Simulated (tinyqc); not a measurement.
From lone donors to an impurity band: impurity band of shallow donors (Hubbard estimate).

Constants: e^2/(4 pi eps0) = 14.39964547 eV angstrom.

Inputs chosen for the exercise (out of a larger set: near those of two donors in Si; not measured data): a = 16.2 angstrom (orbital radius); eps = 11.4 (dielectric constant); Ns = (0.045, 0.11, 0.27, 0.68, 1.6, 3.4, 6.8) x 1e18/cm^3 (donor densities).

Donors on a simple cubic lattice of spacing R = N^(-1/3) (1/angstrom^3 = 1e24/cm^3), Ha* = q/(eps a), q = e^2/(4 pi eps0), x = R/a. Hopping t = Ha* (1 + x) exp(-x), band width B = 12 t, on-site repulsion U = (5/8) Ha*; the gap closes near B/U = 1.15. Valley factors and disorder are left out.

Results:
```
N (1e18/cm^3)  R (angstrom)  N^(1/3) a   t (meV)   B (meV)       B/U
0.045                 281.1      0.058  4.16e-05  0.000499  1.02e-05
0.11                  208.7      0.078   0.00275    0.0330  0.000677
0.27                  154.7      0.105    0.0585     0.702    0.0144
1.6                    85.5      0.189      2.50      30.0     0.615
3.4                    66.5      0.244      6.56      78.8      1.62
6.8                    52.8      0.307      12.8       153      3.14
```

Give the missing row, N (1e18/cm^3) = 0.68.

Computed row:
```
N (1e18/cm^3)  R (angstrom)  N^(1/3) a  t (meV)  B (meV)    B/U
0.68                  113.7      0.142    0.559     6.71  0.138
```

B/U passes 1.15 between 1.6 and 3.4 x 1e18/cm^3; the root is x = 4.52, N^(1/3) a = 0.221, N = 2.5 x 1e18/cm^3, below the 4.1 that the empirical rule N^(1/3) a = 0.26 gives; the estimate is rough, since random positions, the overlap of the orbitals and screening are left out. While N grows by 151 times, t grows by 3.07e+05 times.

Program tinyqc; command `OMP_NUM_THREADS=1 python tinyqc.py 1252531 1252532 out.jsonl`; about 0.01 s on one thread of a shared Intel(R) Xeon(R) Processor @ 2.30GHz.
